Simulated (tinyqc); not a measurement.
# Band bending at a free surface with one surface level, surface photovoltage and Kelvin probe: what changes with what

n-type bulk, xi = Ec - EF = Vt ln(Nc/Nd), p0 = ni^2/Nd, ni = sqrt(Nc Nv) exp(-Eg/(2 Vt)), Eg in volts. b is the upward band bending, u = b/Vt. Space charge per area, in units of q: Qc = sign(b) sqrt((2 eps0 eps_r Vt/q) [(Nd + dn)(exp(-u) - 1) + Nd u + (p0 + dn)(exp(u) - 1)]), with dn the excess density under light (flat quasi-Fermi levels; 0 in the dark). The level holds -Ns f, f = 1/(1 + exp((xi + b - Es)/Vt)). Neutrality: Qc + Qf + (charge of the states) = 0.

Values chosen for this exercise; band and dielectric values close to those of gallium nitride:
```
symbol    value   unit                                    meaning
T           350      K                                temperature
Eg         3.42     eV                                   band gap
eps_r      9.57                             relative permittivity
Nc      2.89e18  cm^-3     conduction-band density of states at T
Nv       5.8e19  cm^-3        valence-band density of states at T
chi        4.03     eV                          electron affinity
Nd       6.4e15  cm^-3                              donor density
Qf            0  cm^-2       fixed positive charge at the surface
pt         5.08     eV             work function of the probe tip
Ns       1.5e12  cm^-2  density of an acceptor-like surface level
Es         0.76     eV        its depth below the conduction edge
```

Constants: q = 1.602176634e-19 C, kB = 1.380649e-23 J/K, Vt = kB T/q, eps0 = 8.8541878128e-14 F/cm where lengths are in cm. Results are converted to the units shown.

Each table varies one quantity; the others keep the values above.

## Pinning by the surface states

b solves the neutrality condition in the dark.

Pinning by the surface states:

| Ns (cm^-2) | b (V) | xi + b (eV) | Qc (cm^-2) |
|---|---|---|---|
| 2.4e10 | 0.025883 | 0.21025 | 2.4000e10 |
| 6.7e10 | 0.095188 | 0.27955 | 6.7000e10 |
| 1.8e11 | 0.47573 | 0.66009 | 1.7367e11 |
| 5.1e11 | 0.59017 | 0.77454 | 1.9471e11 |
| 1.4e12 | 0.62943 | 0.81379 | 2.0141e11 |
| 3.9e12 | 0.66256 | 0.84692 | 2.0691e11 |
| 1.1e13 | 0.69415 | 0.87852 | 2.1201e11 |
| 2.9e13 | 0.72311 | 0.90747 | 2.1659e11 |
| 8.1e13 | 0.75358 | 0.93795 | 2.2130e11 |

What does the table show?

b rises from 0.0259 to 0.754 V. The level is over 95 % full (Qc near Ns - Qf) in the 3 rows with xi + b more than 3 Vt short of Es = 0.76 eV. Beyond that it empties, and between the last two rows b gains only 68.3 mV a decade.

## Kelvin-probe contrast of the doping

Same model as above.

Work function chi + xi + b; contact potential difference CPD = (work function of the sample) - pt.

Results:

| Nd (cm^-3) | xi (eV) | b (V) | CPD (mV) |
|---|---|---|---|
| 1.2e14 | 0.3043 | 0.5771 | -168.6 |
| 3.1e14 | 0.2757 | 0.5907 | -183.7 |
| 8.2e14 | 0.2463 | 0.6044 | -199.3 |
| 2.2e15 | 0.2166 | 0.6179 | -215.5 |
| 1.5e16 | 0.1587 | 0.6417 | -249.6 |
| 4.1e16 | 0.1283 | 0.6509 | -270.8 |
| 1.1e17 | 0.09858 | 0.6532 | -298.2 |
| 2.9e17 | 0.06934 | 0.6244 | -356.3 |

Estimate the missing row, Nd = 5.8e15 cm^-3.

Computed row:

| Nd (cm^-3) | xi (eV) | b (V) | CPD (mV) |
|---|---|---|---|
| 5.8e15 | 0.1873 | 0.6306 | -232.1 |

With this row back in the table: xi falls by 235 mV over the table and the CPD by 188 mV; b goes from 0.577 through a maximum of 0.653 (at Nd = 1.1e17 cm^-3 among the rows listed) to 0.624 V. Between the first two rows the CPD follows 52.5 % of the change of xi, and between the last two 199 %. It is below 100 % where b rises with the doping (pinning hides it). It exceeds 100 % where b falls as the doping rises.

## Photovoltage against injection

Same model as above.

Under chopped light the surface charge keeps its dark value, so b falls to bL with Qc(bL, dn) = Qc(b, 0); the photovoltage is b - bL.

Photovoltage against injection:

| dn (cm^-3) | bL (V) | photovoltage (mV) | share of b removed (%) |
|---|---|---|---|
| 6.6e6 | 0.6118 | 20.03 | 3.170 |
| 8.3e7 | 0.5696 | 62.21 | 9.846 |
| 1e9 | 0.5138 | 118.0 | 18.67 |
| 1.3e10 | 0.4496 | 182.2 | 28.84 |
| 1.6e11 | 0.3832 | 248.6 | 39.34 |
| 2e12 | 0.3144 | 317.4 | 50.23 |
| 2.5e13 | 0.2443 | 387.5 | 61.34 |
| 3.1e14 | 0.1736 | 458.2 | 72.53 |
| 3.9e15 | 0.1032 | 528.5 | 83.66 |
| 4.9e16 | 0.04387 | 587.9 | 93.06 |

The photovoltage rises from 20.0 to 588 mV, towards the full b = 632 mV. Its steepest rise is 64.7 mV a decade (Vt ln 10 = 69.4 mV), and it reaches 93.1 % of b in the last row: even strong light does not flatten the bands fully, so a saturation reading understates b. For dn = 4.9e16 the injection is high, and a Dember voltage, left out here, adds to the signal.

Numbers from tinyqc (`OMP_NUM_THREADS=1 python tinyqc.py 2430149 2430150 out.jsonl`; about 0.01 s on one thread of a shared Intel Xeon 2.30GHz).
